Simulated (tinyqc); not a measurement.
Gate work function from the charge.

Question. For an undoped double gate, Q = 8 eps0 eps_r Vt beta tan(beta)/ts with 0 < beta < pi/2, and at the source (Vg - dphi)/(2 Vt) - ln[(2/ts) sqrt(2 eps0 eps_r Vt/(q ni))] = ln(beta) - ln(cos beta) + 2 r beta tan(beta), r = eps_r tox/(eox ts). Find beta and dphi.

Parameters, values chosen for the exercise; material values those of a made-up semiconductor:
- T = 273 K (temperature)
- eps_r = 10.7 (relative permittivity of the semiconductor)
- eox = 3.9 (relative permittivity of the gate insulator)
- tox = 2.5 nm (insulator thickness)
- ts = 10 nm (body thickness)
- Vg = 1.12 V (gate voltage)

Constants: q = 1.602176634e-19 C, kB = 1.380649e-23 J/K, Vt = kB T/q, eps0 = 8.8541878128e-14 F/cm where lengths are in cm. Results are converted to the units shown.

Qs = 687.50443 nC/cm^2
ni = 2.6714371e7 cm^-3

Solution. beta tan(beta) rises from 0 without bound on the interval, so the charge fixes beta; the second relation is then explicit in dphi. At this charge the surface density passes 0.3 Nc, so the classical Boltzmann model is only formal.

beta = 1.256
dphi = 0.2300 V

Program tinyqc, `OMP_NUM_THREADS=1 python tinyqc.py 2440104 2440105 out.jsonl`; Intel Xeon 2.30GHz, shared host, one thread, about 0.02 s.
